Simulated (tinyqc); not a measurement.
Chemically amplified photoresist: aerial image, acid generation, bake, development and line width: one step, computed by the program tinyqc. Command: `OMP_NUM_THREADS=1 python tinyqc.py 3002131 3002132 out.jsonl resist walk`. One thread of a shared host (Intel(R) Xeon(R) Processor @ 2.30GHz), about 0.03 s of CPU time with the checks.

Lines and spaces of pitch p with a two-beam-like image; x = 0 is the middle of the bright space. The resist is positive and treated as uniform in depth.

Question. Acid image and its blur. Dose E(x) = E [1 + c cos(2 pi x/p)]; acid h = 1 - exp(-C E(x)). Bake: the acid image is blurred by a Gaussian of variance sigma^2 = 2 D t (each Fourier term k of h, taken on 64 points, is multiplied by exp(-4 pi^2 k^2 D t/p^2)). Cosine coefficients: h(x) = sum_k h_k cos(2 pi k x/p).

Inputs (values chosen for the exercise, for a model resist at 13.5 nm):

| quantity | value | unit |
|---|---|---|
| pitch p | 43 | nm |
| image contrast c | 0.74 | - |
| mean dose E | 2.96 | mJ/cm^2 |
| Dill parameter C | 0.042 | cm^2/mJ |
| acid diffusivity D | 0.17 | nm^2/s |
| bake time t | 90 | s |

Give: diffusion length sigma = sqrt(2 D t); h_0 to h_4 before the bake; h_0 to h_4 after the blur; blur factor of the first harmonic.

Answer.

diffusion length sigma = sqrt(2 D t) = 5.5317 nm

h_0 to h_4 before the bake: 0.11503  0.08133  -0.00187  0.00003  0.00000

h_0 to h_4 after the blur: 0.11503  0.05866  -0.00051  0.00000  0.00000

blur factor of the first harmonic = 0.72132

sigma/p = 0.129; the blur keeps 72 % of the modulation.
